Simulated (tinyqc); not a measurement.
## Resistance of a tapered via with liner, size effect and interface: via resistance against the diameter at the bottom

A round via whose diameter grows from db at the bottom as D(z) = db + 2 z/tan(ang). The fill, of diameter D - 2 tl, starts above the bottom liner (thickness fb tl) and has rho = rho0 (1 + ks lam/(D - 2 tl)); the sidewall liner conducts in parallel with it. The bottom liner and the interface are crossed over the full area pi db^2/4. Spreading in the lines above and below is left out.

Slices between z0 = fb tl and hv, evaluated at their midpoints: conductance per length pi/4 [(D - 2 tl)^2/rho + (D^2 - (D - 2 tl)^2)/rl], slice resistance = slice height over that. 2000 slices. R_fill = sum of the slices; R_bottom = rl fb tl/(pi db^2/4); R_interface = ri/(pi db^2/4); ballistic (Sharvin) limit 1/(Sb pi (db - 2 tl)^2/4); ideal cylinder rho0 hv/(pi db^2/4).

Parameters, values chosen for the exercise; fill metal close to molybdenum: height hv = 45 nm; sidewall angle ang = 88 degrees; bulk resistivity of the fill rho0 = 5.38 uohm cm; mean free path of the fill lam = 10.9 nm; size-effect factor ks = 1.4; liner on the sidewall tl = 0 nm; liner at the bottom over that on the sidewall fb = 1; resistivity of the liner rl = 160 uohm cm; interface resistivity at the bottom ri = 4.5e-12 ohm cm^2; ballistic conductance per area, about 3/(4 rho0 lam) Sb = 1.3e15 S/m^2.

The same in every row: R_bottom (ohm) = 0.

Via resistance against the diameter at the bottom:
```
db (nm),R_fill (ohm),R_interface (ohm),R (ohm),ballistic limit (ohm),R over ideal cylinder,largest part
6,174.5,15.92,190.5,27.21,2.224,fill
8.3,83.93,8.317,92.25,14.22,2.062,fill
11,44.25,4.735,48.98,8.094,1.923,fill
16,18.87,2.238,21.11,3.826,1.753,fill
22,9.197,1.184,10.38,2.024,1.630,fill
30,4.602,0.6366,5.239,1.088,1.530,fill
42,2.196,0.3248,2.521,0.5552,1.443,fill
58,1.092,0.1703,1.262,0.2911,1.378,fill
80,0.5502,0.08952,0.6397,0.1530,1.328,fill
```

What does the comparison show?

R falls from 190 to 0.640 ohm. The fill is the largest part at db = 6 and in all other rows. R goes as db^(-2.23) between the first two rows and db^(-2.11) between the last two; area alone gives -2.

Program tinyqc, `OMP_NUM_THREADS=1 python tinyqc.py 2750140 2750141 out.jsonl`; Intel Xeon 2.30GHz, shared host, one thread, about 0.01 s.
